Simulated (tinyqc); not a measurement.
# Surface potential of a MOS transistor: implicit equation and explicit approximations: effect of the acceptor density at fixed gate voltage

p-type body, charge-sheet picture, depletion and inversion only, full ionisation (an idealisation for deep acceptors), Boltzmann statistics (rough once Na exp(x - xn) passes about Nc/7). In units of Vt: xg = (Vg - Vfb)/Vt, x = psi/Vt, G = gamma/sqrt(Vt), xn = (2 phiF + Vc)/Vt. The implicit equation is (xg - x)^2 = G^2 [x - 1 + exp(x - xn)] for x above about 3. Cox = eps0 eox/tox.

ni = sqrt(Nc Nv) exp(-Eg/(2 Vt)), Eg in volts; phiF = Vt ln(Na/ni); gamma = sqrt(2 q eps0 eps_r Na)/Cox; VT = Vfb + Vt (xn + G sqrt(xn - 1)). Depletion value a = 1 + [sqrt(G^2/4 + xg - 1) - G/2]^2; inversion value b = xn + ln[(xg - xn)^2/G^2 - xn + 1] and first guess y = min(a, b) - ln(1 + exp(-|a - b|)) if a > xn + 1, else b = y = a; one second-order correction with D = exp(y - xn), p = 2 (xg - y) + G^2 (1 + D), w = (xg - y)^2 - G^2 (y - 1 + D): z = y + 2 w/(p + sqrt(p^2 - 2 (2 - G^2 D) w)), or the Newton step z = y + w/p where the root is not real. N_inv = (Cox Vt G/q) [sqrt(x - 1 + exp(x - xn)) - sqrt(x - 1)] at the root. Lambert form (Cox m Vt/q) W0[(G/(2 m sqrt(xn - 1))) exp((Vg - VT)/(m Vt))], m = 1 + G/(2 sqrt(xn - 1)). Errors under 1e-4 mV, and the linear form below VT, are printed as 0. Vfb is held fixed.

Values chosen for this exercise; band and dielectric values close to those of silicon:
```
symbol    value   unit                                                                 meaning
T           300      K                                                             temperature
Eg         1.12     eV                                                                band gap
eps_r      11.8                                                          relative permittivity
Nc       2.8e19  cm^-3                                  conduction-band density of states at T
Nv      2.68e19  cm^-3                                     valence-band density of states at T
eox         3.9         relative permittivity of the gate insulator (close to silicon dioxide)
tox         2.2     nm                                                     insulator thickness
Vfb       -0.59      V                                                       flat-band voltage
Vc          0.2      V                                                    channel-body voltage
Vg         0.65      V                                                       gate-body voltage
```

Constants: q = 1.602176634e-19 C, kB = 1.380649e-23 J/K, Vt = kB T/q, eps0 = 8.8541878128e-14 F/cm where lengths are in cm. Results are converted to the units shown.

Result of one run:
```
psi (V)  x - xn  error of y (mV)  error of z (mV)  N_inv (cm^-2)  Cox (Vg - VT)/q (cm^-2)  Lambert form (cm^-2)
1.092     5.539             34.9             14.1       9.065e11                 2.347e12              1.045e12
```

Which acceptor density Na gave this result: 9.3e14, 9.8e15, 2.1e16 or 1e17 cm^-3?

Na = 2.1e16 cm^-3.

The whole series:
```
Na (cm^-3)  psi (V)   x - xn  error of y (mV)  error of z (mV)  N_inv (cm^-2)  Cox (Vg - VT)/q (cm^-2)  Lambert form (cm^-2)
9.3e14        1.033    9.479             40.4             18.9       1.918e12                 4.333e12              2.466e12
2e15          1.049    8.552             39.7             18.3       1.712e12                 3.896e12              2.151e12
4.5e15        1.065    7.552             38.8             17.5       1.471e12                 3.408e12              1.799e12
9.8e15        1.079    6.563             37.4             16.3       1.207e12                 2.900e12              1.434e12
2.1e16        1.092    5.539             34.9             14.1       9.065e11                 2.347e12              1.045e12
4.7e16        1.102    4.301             27.4             8.56       5.403e11                 1.673e12              6.010e11
1e17          1.099    2.692             11.0           -0.196       1.943e11                 9.151e11              2.069e11
2.2e17        1.062  -0.3166             1.47                0       1.560e10                        0              1.561e10
```

As Na goes from 9.3e14 to 2.2e17, psi goes from 1.03 through a maximum of 1.10 (at Na = 4.7e16 among the rows listed) to 1.06 V, x - xn falls from 9.48 to -0.317 and N_inv falls from 1.92e12 to 1.56e10 cm^-2. The Lambert form lies between 1.00 and 1.29 times N_inv. For Na = 9.3e14, 2e15, 4.5e15, 9.8e15, 2.1e16 the electron quasi-Fermi level lies less than 2 Vt below the band edge at the surface, or above it, where degeneracy and confinement, left out, matter.

tinyqc, about 0.01 s, one thread, Intel Xeon 2.30GHz (shared host): `OMP_NUM_THREADS=1 python tinyqc.py 2122163 2122164 out.jsonl`
